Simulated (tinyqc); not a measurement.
# Scale length and length offset from two DIBL values

Inverse problem. DIBL = exp(-Le/(2 l)) + 2 exp(-Le/l) with Le = L - dL. Find l, dL and the drawn length for a DIBL of 100 mV/V.

DIBL at drawn lengths 61 and 110 nm (mV/V): [114.66350, 12.795361]

Answer. With e = exp(-Le/(2 l)), 2 e^2 + e = DIBL gives e and so Le/l at each length; Le/l is a straight line in L with slope 1/l.

l = 12.0 nm
dL = 4.80 nm
length for 100 mV/V = 63.8 nm

Program tinyqc, `OMP_NUM_THREADS=1 python tinyqc.py 2002073 2002074 out.jsonl`; Intel Xeon 2.30GHz, shared host, one thread, about 0.01 s.
